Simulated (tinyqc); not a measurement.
Inside a calculation: deformation-potential model of the L valleys of a conduction band. Values are carried at full precision from step to step, so a last printed digit may differ when a step is redone from the rounded ones.

s11 = (C11 + C12)/((C11 - C12)(C11 + 2 C12)), s12 = -C12/((C11 - C12)(C11 + 2 C12)), s44 = 1/C44; exx = s11 sxx + s12 (syy + szz) and cyclic, exy = s44 sxy/2; tension is positive. A uniaxial stress X along the unit vector n is s_ij = X n_i n_j.

Constants: kB = 8.617333262e-05 eV/K; hbar^2/2m0 = 3.80998211 eV angstrom^2.

Parameters, chosen for this exercise (near those of Ge; the results hold for these values, not for the real material):
```
symbol  value           unit  meaning
C11     128.6           GPa
C12     48.4            GPa
C44     67.1            GPa
load    uniaxial [111]        kind of stress
X       0.75            GPa   stress
Xd      -6.03           eV    dilation potential
Xu      15.97           eV    uniaxial potential
T       300             K     temperature
ml      1.543           m0    longitudinal mass
mt      0.082           m0    transverse mass
```

## Strain from a uniaxial [111] stress

Form the compliances and the strain.

s11, s12, s44 (1/TPa): 9.7914  -2.6774  14.9031

strain tensor:
```
          x         y         z
x  0.001109  0.001863  0.001863
y  0.001863  0.001109  0.001863
z  0.001863  0.001863  0.001109
```

## Valley shifts

Valleys with axes along [111], [1-1-1], [-11-1] and [-1-11], one whole valley each. Herring-Vogt shift of a valley with unit axis a: dE = Xd tr(e) + Xu a.e.a. Non-degenerate shares n_i = exp(-dE_i/kT)/sum_j exp(-dE_j/kT). Inverse mass tensor of a valley: (1 - a a)/mt + a a/ml; the masses are taken as independent of strain.

Apply the Herring-Vogt formula to each valley.

Xd tr(e) = -20.06 meV

a.e.a: [111] 0.004835, [1-1-1] -0.000133, [-11-1] -0.000133, [-1-11] -0.000133

shifts dE (meV): [111] 57.15, [1-1-1] -22.18, [-11-1] -22.18, [-1-11] -22.18

The lowest valleys are [1-1-1], [-11-1] and [-1-11], 79.3 meV below the highest; the mean shift over all valleys is (Xd + Xu/3) tr(e) = -2.35 meV.

## Shares of the electrons

Boltzmann factors of the shifts.

kT = 25.852 meV

shares: [111] 0.0153, [1-1-1] 0.3282, [-11-1] 0.3282, [-1-11] 0.3282

effective number of valley axes, 1/(largest share) = 3.046

## Conductivity mass tensor

With one scattering time for all valleys the conductivity goes as M = sum_i n_i (inverse mass tensor of valley i); along the unit vector u, 1/m_c = u.M.u. Without stress 1/m_c = (1/ml + 2/mt)/3. Take u along [111].

M (1/m0):
```
       x      y      z
x  8.346  1.205  1.205
y  1.205  8.346  1.205
z  1.205  1.205  8.346
```

m_c along [111] = 0.0930 m0
m_c without stress = 0.1198 m0

The repopulation alone changes the mobility along [111] by +28.9 %; with all electrons in the valleys lightest or heaviest along this direction it would change by +31 or -92 %.

## Effective density of states

Each of the 4 whole valleys has m_d = (ml mt^2)^(1/3) and N = 2 (m_d kT/(4 pi c))^(3/2), c = hbar^2/2m0. Counted from the lowest edge, Nc = N x sum_i exp(-(dE_i - dE_min)/kT). 1 angstrom^-3 = 1e24 cm^-3.

m_d = 0.2181 m0
N of one valley = 2.556e+18 cm^-3
Nc under stress = 7.787e+18 cm^-3
Nc without stress = 1.022e+19 cm^-3

## Piezoresistance from repopulation

For small stress d(rho)/rho = pi X. For valleys on the <111> axes pi11 = pi12 = 0 and pi44 = -Xu s44/(3 kT) x (K - 1)/(2K + 1), K = ml/mt. For stress along [110]: pi_l = (pi11 + pi12 + pi44)/2 with the current along it and pi_t = (pi11 + pi12 - pi44)/2 with the current along [1-10]. 1/GPa = 100 x 1e-11/Pa.

K = 18.817

pi11, pi12, pi44 (1e-11/Pa): 0.0  0.0  -141.5

pi_l, pi_t for [110] (1e-11/Pa): -70.8  70.8

Only the transfer between valleys is counted; changes of mass and of intervalley scattering add to it in a real crystal.

## Checks

- Conductivity mass at zero stress against 3/(1/ml + 2/mt): both 0.1198163.
- Piezoresistance coefficients by finite differences against the closed form: largest difference 4.0e-09.

Computed by tinyqc, a small Python program: `OMP_NUM_THREADS=1 python tinyqc.py 1080783 1080784 out.jsonl` (the numbers bound the seed that draws the inputs); one thread of a shared host (Intel(R) Xeon(R) Processor @ 2.30GHz), about 0.03 s for the whole set of steps.
